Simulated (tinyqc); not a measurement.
## Thin film between two gates, subbands and threshold shift from confinement: confinement against the film thickness

Undoped body with a flat potential across it, hard walls, transport along x. Three valley pairs (g = 2 each) with the longitudinal mass along x, y or z. Non-parabolicity enters the subband edges through E (1 + al E) = gamma, so E = 2 gamma/(1 + sqrt(1 + 4 al gamma)); motion within a subband is taken as parabolic with the band-edge mass. Energies are counted from the bulk band edge.

gamma = C (pi k/(t + dl))^2/mz, C = hbar^2/(2 m0). Each subband has N_k = g sqrt(mx my) m0 kB T/(pi hbar^2); without degeneracy n = exp(EF/Vt) sum N_k exp(-E_k/Vt). Classical value Nc times t, Nc = sum over valleys of 2 g (m m0 kB T/(2 pi hbar^2))^1.5 with m = (mx my mz)^(1/3). Threshold shift dVT = Vt ln(classical value/sum N_k exp(-E_k/Vt)). With degeneracy n = sum N_k F((EF - E_k)/Vt), F(x) = ln(1 + exp(x)); gate: Vg = EF + q n/(Cg P), P = 2 (both faces), summed over the 60 lowest subbands at most, with Vg counted from the value that would put EF at the bulk band edge of an empty body. The last two columns are for Vg = 0.6 V; sensitivity d(dVT)/dt by central differences between 0.99 and 1.01 times the value.

Values chosen for this exercise; masses close to those of silicon:

| symbol | value | unit | meaning |
|---|---|---|---|
| T | 300 | K | temperature |
| ml | 0.91 | m0 | longitudinal mass |
| mt | 0.188 | m0 | transverse mass |
| al | 0.5 | 1/eV | non-parabolicity |
| dl | 0.3 | nm | widening of the box by penetration into the insulator |
| Cg | 3.8 | uF/cm^2 | gate capacitance per area of interface |

Constants: q = 1.602176634e-19 C, kB = 1.380649e-23 J/K, hbar = 1.054571817e-34 J s, m0 = 9.1093837015e-31 kg, Vt = kB T/q, hbar^2/(2 m0) = 0.0380998212 eV nm^2. Results are converted to the units shown.

Result of one run:
```
E_1 (meV)  gap to the next edge (meV)  dVT (mV)  sensitivity (mV/nm)  n/P (cm^-2)  share of the lowest subband (%)
9.442                           27.81     22.45               -5.226     1.306e13                            26.93
```

Which film thickness (along z) t gave this result: 2.7, 3.6, 6.3, 11 or 15 nm?

t = 6.3 nm.

The whole series:
```
t (nm)  E_1 (meV)  gap to the next edge (meV)  dVT (mV)  sensitivity (mV/nm)  n/P (cm^-2)  share of the lowest subband (%)
2           75.28                       199.4     82.63               -50.37     9.598e12                            98.43
2.7         44.91                       124.4     59.57               -21.26     1.061e13                            80.14
3.6         26.81                       76.52     45.64               -12.23     1.170e13                            54.55
4.7         16.39                       47.67     33.89               -9.257     1.247e13                            38.06
6.3         9.442                       27.81     22.45               -5.226     1.306e13                            26.93
8.4         5.445                       16.16     14.88               -2.433     1.348e13                            19.89
11          3.231                       9.631     10.43               -1.202     1.380e13                            15.00
15          1.764                       5.272     7.125              -0.5688     1.412e13                            10.83
20          1.002                       3.001     5.075              -0.2956     1.437e13                            8.020
```

As t grows from 2 to 20 nm, E_1 falls from 75.3 to 1.00 meV and dVT falls from 82.6 to 5.08 mV. E_1 goes as t^(-1.72) at the thin end (-2 for a parabolic band without penetration); a thickness error of 0.2 nm moves the threshold by 10 mV in the first row and 0.059 mV in the last. The charge per interface area rises from 9.60e12 to 1.44e13 cm^-2. For t = 2, 2.7 the body is too thin for bulk effective masses to be reliable. In every row the charge in the last two columns would bend the potential across the body by some 30 mV or more, which is left out.

Program tinyqc, `OMP_NUM_THREADS=1 python tinyqc.py 2350105 2350106 out.jsonl`; Intel Xeon 2.30GHz, shared host, one thread, about 0.08 s.
